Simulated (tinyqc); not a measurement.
Inside a calculation: alloy A(1-x)B(x) by interpolation with bowing. Values are carried at full precision from step to step, so a last printed digit may differ when a step is redone from the rounded ones.

Each gap follows E(x) = (1 - x) E_A + x E_B - C x (1 - x); the lattice constant follows Vegard, a(x) = (1 - x) a_A + x a_B.

Constants: hc = 1239.841984 eV nm; kB = 8.617333262e-05 eV/K.

Values chosen for the exercise (A near InAs, B near GaAs; shifted at random, so the results belong to these values and not to a real crystal): a = (6.057, 5.645) angstrom (lattice constant of A, B); x = 0.91 (fraction of B); Eg = (0.422, 1.534) eV (gap at Gamma to the s-like level of A, B); EgX = (1.424, 1.986) eV (gap to the lowest valley along Gamma-X of A, B); EgL = (1.149, 1.833) eV (gap to L of A, B); C = (0.521, 1.31, 0.383) eV (bowing of the Gamma, X and L gaps); Dso = (0.395, 0.34) eV (spin-orbit splitting of A, B); Ep = (21.4, 25.8) eV (Kane energy of A, B); me = (0.0257, 0.0666) m0 (electron mass at Gamma of A, B); Cs = 0.17 eV (bowing of Dso); md = (0.0623, 0.92, 0.63) m0 (density-of-states masses of Gamma, all X and all L valleys); T = 200 K (temperature).

## Gaps and lattice constant at x

Also give the wavelength hc/E of the lowest gap.

a(x) = 5.6821 angstrom

linear parts (eV): Gamma 1.4339, X 1.9354, L 1.7714

bowing terms C x (1 - x) (eV): Gamma 0.0427, X 0.1073, L 0.0314

gaps (eV): Gamma 1.3913, X 1.8281, L 1.7401

wavelength of the lowest gap = 891.2 nm

The lowest valley is Gamma, so the gap is direct; the next, L, lies 349 meV higher.

## Where the valleys cross

The difference of two gaps is a quadratic q2 x^2 + q1 x + q0 with q2 = C_i - C_j, q1 = (E_B - E_A - C)_i - (E_B - E_A - C)_j, q0 = E_A,i - E_A,j; give its roots between 0 and 1 (a dash: none).

Crossings:

| pair | q2 | q1 | q0 | first root | second root |
|---|---|---|---|---|---|
| Gamma-X | -0.789 | 1.339 | -1.002 | - | - |
| Gamma-L | 0.138 | 0.290 | -0.727 | - | - |
| X-L | 0.927 | -1.049 | 0.275 | 0.4126 | 0.7190 |

The lowest valley is Gamma at every x. The other crossings lie above the lowest valley.

## Electron mass of the alloy

Mass at Gamma from the Kane formula 1/m = F + Ep (Eg + 2 Dso/3)/(Eg (Eg + Dso)). F is fixed by the masses of A and B and interpolated linearly, as is Ep; Eg and Dso carry their bowing.

Compare with the linear interpolation of the masses.

F of A, B: -3.6279  -0.7866

Ep, Eg, Dso at x (eV): 25.4040  1.3913  0.3310

m(x) from the Kane formula = 0.0623 m0
m(x) linear = 0.0629 m0

The Kane value lies 1.0 % below the linear one.

## Shares of the electrons in the valleys

Non-degenerate: n_i proportional to md_i^(3/2) exp(-E_i/kT).

md^(3/2): Gamma 0.0156, X 0.8824, L 0.5000

(E - E_min)/kT: Gamma 0.00, X 25.35, L 20.24

shares: Gamma 1.000, X 0.000, L 0.000

Gamma holds most electrons (100.0 %).

## Checks

- The X and L gaps at their crossing x = 0.4126 (eV): both 1.3384.

Program tinyqc; command `OMP_NUM_THREADS=1 python tinyqc.py 1051476 1051477 out.jsonl`; about 0.01 s on one thread of a shared Intel(R) Xeon(R) Processor @ 2.30GHz.
